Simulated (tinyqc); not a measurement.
Inside a calculation. Method: coherent transport through a tight-binding region between two chains. Computed by tinyqc, a small Python program that keeps every step. Settings: temperature = 77, mu = -0.32. Command: `OMP_NUM_THREADS=1 python tinyqc.py 26908 26909 out.jsonl` (the two numbers bound the seeds that draw the settings). One thread of a shared host (Intel(R) Xeon(R) Processor @ 2.60GHz), about 0.1 s of CPU time with the checks.

## Transmission at E = -0.68 eV

H of the central region (eV):
```
           1          2
1   0.480000  -1.090000
2  -1.090000   0.330000
```

Leads: semi-infinite chains with site energy 0:
```
parameter                           value
lead hopping t (eV)              1.080000
coupling to the left lead (eV)   0.810000
coupling to the right lead (eV)  0.850000
left contact site                       1
right contact site                      2
```

E = -0.680000 eV

Surface Green function g = (E - i sqrt(4 t^2 - E^2)) / (2 t^2); self-energy tc^2 g on each contact site; G = (E - H - Sigma)^(-1); Gamma = -2 Im Sigma; T = Gamma_L Gamma_R |G_LR|^2; local density of states -Im G_ii / pi.

g = -0.291495-0.878845i 1/eV

G (1/eV):
```
                     1                   2
1  -0.033909-0.767462i  0.481307-0.664153i
2   0.481307-0.664153i  0.076430-0.844885i
```

local density of states (1/eV): 0.244291  0.268935

transmission = 0.985258

## Transmission across the band

The same steps on a grid of energies.

T(E):
```
E (eV)              T
-2.05200000  0.035348
-1.84680000  0.134830
-1.64160000  0.288163
-1.43640000  0.494717
-1.23120000  0.718269
-1.02600000  0.893270
-0.82080000  0.976833
-0.61560000  0.979536
-0.41040000  0.937742
-0.20520000  0.881572
0.00000000   0.827348
0.20520000   0.781891
0.41040000   0.747374
0.61560000   0.724182
0.82080000   0.712315
1.02600000   0.712070
1.23120000   0.724474
1.43640000   0.751738
1.64160000   0.797974
1.84680000   0.870352
2.05200000   0.976309
```

levels of the isolated region (eV): -0.687577  1.497577

## Current

I = (2e/h) int T(E) [f(E - mu - V/2) - f(E - mu + V/2)] dE at 77 K with mu = -0.32 eV, the bias not changing H; 2e^2/h = 77.48092 microsiemens; the integral runs over the band on 4001 points.

Current:
```
V (volt)  I (microampere)
0.010000         0.707793
0.050000         3.538922
0.100000         7.077577
0.200000        14.152951
0.400000        28.286162
0.800000        56.348273
```
